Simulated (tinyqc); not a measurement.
Inside a calculation. Method: extended Hueckel theory, for H6. One step of it, computed by the program tinyqc.

Question. Wolfsberg-Helmholz matrix. H_ij = K' S_ij (H_ii + H_jj)/2 for i != j (the diagonal keeps H_ii), with K' = 1.5.

overlap S, lower triangle:
```
          1H 1s     2H 1s     3H 1s     4H 1s     5H 1s     6H 1s
1H 1s  1.000000
2H 1s  0.572631  1.000000
3H 1s  0.105043  0.384070  1.000000
4H 1s  0.023415  0.105043  0.572631  1.000000
5H 1s  0.002339  0.012817  0.105222  0.384595  1.000000
6H 1s  0.000361  0.002339  0.023459  0.105222  0.572631  1.000000
```

diagonal H_ii (eV): 1H 1s -13.600000, 2H 1s -13.600000, 3H 1s -13.600000, 4H 1s -13.600000, 5H 1s -13.600000, 6H 1s -13.600000

K = 1.500000

Give: H.

Answer.

H (eV), lower triangle:
```
          1H 1s     2H 1s     3H 1s     4H 1s     5H 1s     6H 1s
1H 1s  -13.6000
2H 1s  -11.6817  -13.6000
3H 1s   -2.1429   -7.8350  -13.6000
4H 1s   -0.4777   -2.1429  -11.6817  -13.6000
5H 1s   -0.0477   -0.2615   -2.1465   -7.8457  -13.6000
6H 1s   -0.0074   -0.0477   -0.4786   -2.1465  -11.6817  -13.6000
```
